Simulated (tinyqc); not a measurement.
# Power transistor in saturation, electro-thermal loop: effects of single changes

One temperature T for the device, T = T0 + Rth P(T), with P(T) = V I0 (T/300 K)^(-al) [1 + kv (T - 300 K)/Vov]^2. The loop gain is Rth dP/dT; a solution is thermally stable when it is below one.

Inputs (values chosen for the exercise): ambient temperature T0 = 340 K; drain voltage V = 48 V; saturation current at 300 K I0 = 1.1 A; exponent of the mobility al = 1.2; overdrive at 300 K Vov = 0.9 V; fall of the threshold with temperature kv = 2.3 mV/K; thermal resistance Rth = 2.6 K/W.

Each table varies one quantity; the others keep the values above.

## Effect of the ambient temperature

P'(T) = P [-al/T + 2 kv/(Vov + kv (T - 300 K))], G = Rth P'. T is the lowest solution.

Effect of the ambient temperature:
```
T0 (K)  T (K)  P (W)       G
280     439.8  61.46  0.1657
292     454.2  62.38  0.1661
304     468.6  63.30  0.1664
316     483.0  64.22  0.1666
328     497.4  65.15  0.1668
340     511.8  66.07  0.1669
352     526.2  67.00  0.1669
364     540.6  67.92  0.1669
376     555.0  68.84  0.1669
388     569.4  69.77  0.1668
```

What does the comparison show?

As T0 goes from 280 to 388 K, T rises from 439.8 to 569.4 K, the power rises from 61.5 to 69.8 W and the loop gain goes from 0.1657 through a maximum of 0.1669 (at T0 = 352 and 364 K among the rows listed) to 0.1668. For T0 = 352 to 388 K T passes 525 K, beyond usual operating limits.

## Effect of the exponent of the mobility

Same model as above.

Results:
```
al   T (K)  P (W)          G
0.5  722.8  147.2     0.6757
0.8  577.5  91.34     0.3812
1.4  492.7  58.72    0.08903
1.7  471.7  50.64  -0.006802
2    456.2  44.70   -0.08496
2.3  444.2  40.09    -0.1504
```

Estimate the missing row, al = 1.1.

Computed row:
```
al   T (K)  P (W)       G
1.1  523.7  70.67  0.2116
```

With this row back in the table: As al goes from 0.5 to 2.3, T falls from 722.8 to 444.2 K, the power falls from 147 to 40.1 W and the loop gain falls from 0.676 to -0.150. The gain changes sign between al = 1.4 and 1.7, where the fall of the threshold and that of the mobility balance. For al = 0.5 to 0.8 T passes 525 K, beyond usual operating limits.

tinyqc, about 0.01 s, one thread, Intel Xeon 2.30GHz (shared host): `OMP_NUM_THREADS=1 python tinyqc.py 2520045 2520046 out.jsonl`
